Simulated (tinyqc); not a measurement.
What moves the results: bond unit of a tetrahedral oxide and its oxygen vacancy in tight binding. A value that a table varies takes the place of the one given here.

Two sp3 hybrids h1, h2 at eh = (es + 3 ep)/4 point at one oxygen with orbitals s, px, py, pz; x joins the two cations, z bisects the angle phi, and th = (180 - phi)/2. With u = hbar^2/(m d^2) = 2c/d^2, c = hbar^2/2m0: Vhs = -(1.32 + sqrt3 x 1.42) u/2 and Vhp = (1.42 + sqrt3 x 2.22) u/2. <h|s> = Vhs for both; <h1|px> = Vhp cos(th), <h2|px> = -Vhp cos(th); <h|pz> = Vhp sin(th) for both; py is a lone pair. The unit holds 8 electrons. Coupling between units, which widens the levels into bands, is left out.

Without the oxygen the two hybrids face each other at distance R and couple by -V2, V2 = 3.22 x 2c/R^2, c = hbar^2/2m0: a bond at eh - V2 with two electrons and an antibond at eh + V2. Levels are measured from eop, the lone-pair level that stands for the top of the valence band.

Constants: hbar^2/2m0 = 3.80998211 eV angstrom^2.

Inputs chosen for the exercise (near tabulated values for SiO2; shifted at random, so the results belong to these values and not to a real crystal):
- es = -14.76 eV (s level of the cation)
- ep = -7.71 eV (p level of the cation)
- eos = -34.52 eV (s level of oxygen)
- eop = -16.63 eV (p level of oxygen)
- d = 1.59 angstrom (cation-oxygen distance)
- phi = 144 degrees (bond angle at oxygen)
- R = 2.91 angstrom (cation-cation distance across the vacancy)

## Bond angle at oxygen

phi is varied at fixed d. Levels above eop; cation-cation distance 2 d cos(th); band energy is twice the sum of the four filled levels, relative to phi = 180; excess on O is the number of electrons on oxygen less 6.

Against phi:

| phi (deg) | distance (angstrom) | level 2 | level 3 | level 5 | level 6 | excess on O | band energy (eV) |
|---|---|---|---|---|---|---|---|
| 110 | 2.605 | -6.286 | -2.884 | 12.580 | 13.443 | 0.865 | -2.283 |
| 120 | 2.754 | -6.777 | -2.309 | 11.963 | 13.935 | 0.893 | -2.032 |
| 130 | 2.882 | -7.203 | -1.741 | 11.357 | 14.360 | 0.932 | -1.670 |
| 140 | 2.988 | -7.557 | -1.203 | 10.786 | 14.714 | 0.980 | -1.237 |
| 150 | 3.072 | -7.836 | -0.723 | 10.281 | 14.993 | 1.035 | -0.786 |
| 160 | 3.132 | -8.037 | -0.339 | 9.879 | 15.195 | 1.089 | -0.384 |
| 170 | 3.168 | -8.159 | -0.088 | 9.616 | 15.317 | 1.130 | -0.102 |
| 180 | 3.180 | -8.200 | 0.000 | 9.524 | 15.357 | 1.145 | 0.000 |

Bending moves coupling from px to pz: level 2 rises from -8.20 to -6.29 eV and level 3 falls from 0.00 to -2.88 eV between 180 and 110 degrees. The lowest empty level is lowest at 180 degrees (9.52 eV) and highest at 110 (12.58 eV), so a spread of angles in a glass smears the conduction edge. The band energy is lowest at 110 degrees of those listed (-2.28 eV); the repulsion of the cations, not included, opposes bending.

## The vacancy as the cations move

R is varied; eh = (es + 3 ep)/4. The last two columns are the band energies of the bond with two electrons, -2 V2, and with one, -V2.

Against R (eV):

| R (angstrom) | V2 | bond level | antibond level | two electrons | one electron |
|---|---|---|---|---|---|
| 2.20 | 5.069 | 2.088 | 12.227 | -10.139 | -5.069 |
| 2.35 | 4.443 | 2.715 | 11.600 | -8.886 | -4.443 |
| 2.50 | 3.926 | 3.232 | 11.083 | -7.852 | -3.926 |
| 2.70 | 3.366 | 3.792 | 10.523 | -6.731 | -3.366 |
| 3.00 | 2.726 | 4.431 | 9.884 | -5.453 | -2.726 |
| 3.30 | 2.253 | 4.904 | 9.411 | -4.506 | -2.253 |
| 3.70 | 1.792 | 5.365 | 8.950 | -3.585 | -1.792 |
| 4.20 | 1.391 | 5.767 | 8.548 | -2.782 | -1.391 |

The bond level rises from 2.09 eV at 2.2 to 5.77 eV at 4.2 angstrom, towards the lone hybrid at 7.16 eV. Taking one electron away halves the pull between the cations (at 2.5 angstrom from 6.28 to 3.14 eV/angstrom), so the positive vacancy relaxes outward and its level moves up: capture and release of a hole take place at different energies.

## What each value does

Spacing from the highest filled to the lowest empty level, excess electrons on oxygen (their number less 6), and the vacancy bond level eh - V2 - eop, V2 = 3.22 x 2c/R^2. Each row changes one parameter from the base and keeps the others.

Results:

| case | spacing (eV) | excess on O | vacancy level (eV) |
|---|---|---|---|
| base | 10.5743 | 1.0020 | 4.2600 |
| es = -14.26 eV | 10.6796 | 1.0108 | 4.3850 |
| ep = -7.21 eV | 10.8911 | 1.0281 | 4.6350 |
| eos = -32.52 eV | 10.7180 | 0.9897 | 4.2600 |
| eop = -16.13 eV | 10.1214 | 0.9683 | 3.7600 |
| d = 1.63 angstrom | 10.2987 | 1.0322 | 4.2600 |
| phi = 136 degrees | 11.0081 | 0.9599 | 4.2600 |
| R = 3.06 angstrom | 10.5743 | 1.0020 | 4.5371 |

The largest shifts from the base row, up to three for each result and ties (the steps differ in size, so this ranks the rows, not the parameters). spacing (eV): eop -0.4529, phi +0.4339, ep +0.3168; unchanged at the printed digits by R. excess on O: phi -0.0421, eop -0.0336, d +0.0303; unchanged at the printed digits by R. vacancy level (eV): eop -0.5000, ep +0.3750, R +0.2771; unchanged at the printed digits by eos, d and phi.

Program tinyqc; command `OMP_NUM_THREADS=1 python tinyqc.py 1452653 1452654 out.jsonl`; about 0.01 s on one thread of a shared Intel(R) Xeon(R) Processor @ 2.30GHz.
